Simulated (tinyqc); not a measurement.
Inside a calculation. Method: sp3 tight binding, zinc-blende lattice. One step of it, computed by the program tinyqc.

Question. Bloch Hamiltonian at k. Slater-Koster rules over the four bonds with direction cosines (l, m, n): ss V_ss; s-px l V_sp; px-s -l V_sp; px-px l^2 V_pps + (1 - l^2) V_ppp; px-py l m (V_pps - V_ppp); each times exp(i k.d).

Parameters chosen for this model: zinc-blende lattice, anion at 0, cation at a/4 (1,1,1); V = eta hbar^2 / (m d^2), hbar^2/m = 7.619964 eV angstrom^2:
```
parameter,value,unit
a,6.520000,angstrom
d,2.823243,angstrom
Es anion,-14.070000,eV
Ep anion,-7.660000,eV
Es cation,-14.070000,eV
Ep cation,-7.660000,eV
eta ss,-1.400000,
eta sp,1.840000,
eta pp sigma,3.240000,
eta pp pi,-0.810000,
V ss,-1.338396,eV
V sp,1.759034,eV
V pp sigma,3.097430,eV
V pp pi,-0.774357,eV
```

k point k (2 pi / a): 0.500000  -0.790000  -0.150000

Give: H(k) at k.

Answer.

H(k) at k (eV):
```
,a s,a px,a py,a pz,c s,c px,c py,c pz
a s,-14.0700,0.0000,0.0000,0.0000,-1.1923+0.8361i,-0.6344+0.9047i,0.2172-2.6425i,2.6425-0.2172i
a px,0.0000,-7.6600,0.0000,0.0000,0.6344-0.9047i,0.4599-0.3225i,3.3581-0.2760i,0.2760-3.3581i
a py,0.0000,0.0000,-7.6600,0.0000,-0.2172+2.6425i,3.3581-0.2760i,0.4599-0.3225i,-0.8062+1.1497i
a pz,0.0000,0.0000,0.0000,-7.6600,-2.6425+0.2172i,0.2760-3.3581i,-0.8062+1.1497i,0.4599-0.3225i
c s,-1.1923-0.8361i,0.6344+0.9047i,-0.2172-2.6425i,-2.6425-0.2172i,-14.0700,0.0000,0.0000,0.0000
c px,-0.6344-0.9047i,0.4599+0.3225i,3.3581+0.2760i,0.2760+3.3581i,0.0000,-7.6600,0.0000,0.0000
c py,0.2172+2.6425i,3.3581+0.2760i,0.4599+0.3225i,-0.8062-1.1497i,0.0000,0.0000,-7.6600,0.0000
c pz,2.6425+0.2172i,0.2760+3.3581i,-0.8062-1.1497i,0.4599+0.3225i,0.0000,0.0000,0.0000,-7.6600
```
